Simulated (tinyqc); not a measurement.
Ground states by the convex hull: cluster expansion of a binary alloy: correlations, fit, cross-validation and ground states. Computed by tinyqc, a small Python program. Command: `OMP_NUM_THREADS=1 python tinyqc.py 3000256 3000257 out.jsonl clex walk`. One thread of a shared host (Intel(R) Xeon(R) Processor @ 2.30GHz), about 0.08 s of CPU time with the checks.

s = +1 for A and -1 for B. Energy per site E = J0 + J1 P(point) + sum over clusters of m V P, with P the mean product of spins; V > 0 on a pair favours unlike neighbours. Clusters per site m: pair 1 2, pair 2 2, pair 3 2, triplet 4; the triplet is two first-neighbour bonds at a right angle. Formation energies are counted from the line between pure A and pure B, which removes J0 and J1.

Inputs (values chosen for the exercise, for a model alloy):
```
quantity                    value      unit
first-pair interaction V1    32.2       meV
second-pair interaction V2   -8.7       meV
third-pair interaction V3   -0.99       meV
triplet interaction Vt       -3.9       meV
noise amplitude                11  meV/site
```

Lattice: square.

Method:
- Design matrix of formation energies: m (P - 1) for pairs and m (P(triplet) - P(point)) for the triplet; x = (1 - P(point))/2.
- Exact: X V with V = (V1, V2, V3, Vt). The data to fit add the noise amplitude times the normal numbers, standing for what the clusters leave out.
- Leave out pair 3: A = X^T X and b = X^T E (E being the data with noise) over these three columns; solve A V = b. The root-mean-square error runs over the structures between the pure ends.
- Height above the hull = E less the lowest straight line between two structures that bracket x (or the lowest structure at the same x). The three-term fit is X V with the fitted values.

correlations P, counted on periodic cells:
```
                      point    pair 1    pair 2    pair 3   triplet
A                   1.00000   1.00000   1.00000   1.00000   1.00000
A3B p(2x2)          0.50000   0.00000   0.00000   1.00000  -0.50000
A3B c(4x2)          0.50000   0.00000   0.00000   0.50000  -0.50000
A2B diagonal rows   0.33333  -0.33333   0.33333  -0.33333  -0.33333
A2B rows            0.33333   0.33333  -0.33333   0.33333   0.33333
AB c(2x2)           0.00000  -1.00000   1.00000   1.00000   0.00000
AB p(2x1)           0.00000   0.00000  -1.00000   1.00000   0.00000
A2B2 rows           0.00000   0.50000   0.00000   0.00000   0.00000
AB2 diagonal rows  -0.33333  -0.33333   0.33333  -0.33333   0.33333
AB2 rows           -0.33333   0.33333  -0.33333   0.33333  -0.33333
AB3 p(2x2)         -0.50000   0.00000   0.00000   1.00000   0.50000
AB3 c(4x2)         -0.50000   0.00000   0.00000   0.50000   0.50000
B                  -1.00000   1.00000   1.00000   1.00000  -1.00000
```

standard normal numbers for the noise (0 for the pure ends): A 0.000, A3B p(2x2) -1.129, A3B c(4x2) -0.556, A2B diagonal rows 1.760, A2B rows -1.406, AB c(2x2) -0.229, AB p(2x1) 0.800, A2B2 rows -0.492, AB2 diagonal rows 0.198, AB2 rows -0.498, AB3 p(2x2) -2.503, AB3 c(4x2) -0.160, B 0.000

X:
```
                     pair 1    pair 2    pair 3   triplet
A                   0.00000   0.00000   0.00000   0.00000
A3B p(2x2)         -2.00000  -2.00000   0.00000  -4.00000
A3B c(4x2)         -2.00000  -2.00000  -1.00000  -4.00000
A2B diagonal rows  -2.66667  -1.33333  -2.66667  -2.66667
A2B rows           -1.33333  -2.66667  -1.33333   0.00000
AB c(2x2)          -4.00000   0.00000   0.00000   0.00000
AB p(2x1)          -2.00000  -4.00000   0.00000   0.00000
A2B2 rows          -1.00000  -2.00000  -2.00000   0.00000
AB2 diagonal rows  -2.66667  -1.33333  -2.66667   2.66667
AB2 rows           -1.33333  -2.66667  -1.33333   0.00000
AB3 p(2x2)         -2.00000  -2.00000   0.00000   4.00000
AB3 c(4x2)         -2.00000  -2.00000  -1.00000   4.00000
B                   0.00000   0.00000   0.00000   0.00000
```

fitted V1, V2, Vt (meV): 31.5255  -6.7746  -5.0359

exact energies (meV/site): A 0.000, A3B p(2x2) -31.400, A3B c(4x2) -30.410, A2B diagonal rows -61.227, A2B rows -18.413, AB c(2x2) -128.800, AB p(2x1) -29.600, A2B2 rows -12.820, AB2 diagonal rows -82.027, AB2 rows -18.413, AB3 p(2x2) -62.600, AB3 c(4x2) -61.610, B 0.000

root-mean-square error of the three-cluster fit = 11.8268 meV/site

Hull among these structures (meV/site):
```
structure               x  exact E  above hull  fitted E  above hull, fit
A                  0.0000     0.00        0.00      0.00             0.00
A3B p(2x2)         0.2500   -31.40       33.00    -29.36            33.69
A3B c(4x2)         0.2500   -30.41       33.99    -29.36            33.69
A2B diagonal rows  0.3333   -61.23       24.64    -61.61            22.46
A2B rows           0.3333   -18.41       67.45    -23.97            60.10
AB c(2x2)          0.5000  -128.80        0.00   -126.10             0.00
AB p(2x1)          0.5000   -29.60       99.20    -35.95            90.15
A2B2 rows          0.5000   -12.82      115.98    -17.98           108.13
AB2 diagonal rows  0.6667   -82.03        3.84    -88.46             0.00
AB2 rows           0.6667   -18.41       67.45    -23.97            64.50
AB3 p(2x2)         0.7500   -62.60        1.80    -69.65             0.00
AB3 c(4x2)         0.7500   -61.61        2.79    -69.65             0.00
B                  1.0000     0.00        0.00      0.00             0.00
```

lowest exact formation energy = -128.8 meV/site

On the exact hull: A, AB c(2x2), B. The fit finds A, AB c(2x2), AB2 diagonal rows, AB3 p(2x2), AB3 c(4x2), B instead; its root-mean-square error is 11.83 meV. A structure at zero height may lie on a tie line without being a vertex, and structures outside this list could lie lower.

Extremes, crossings and ranges named in words are read from the listed rows.
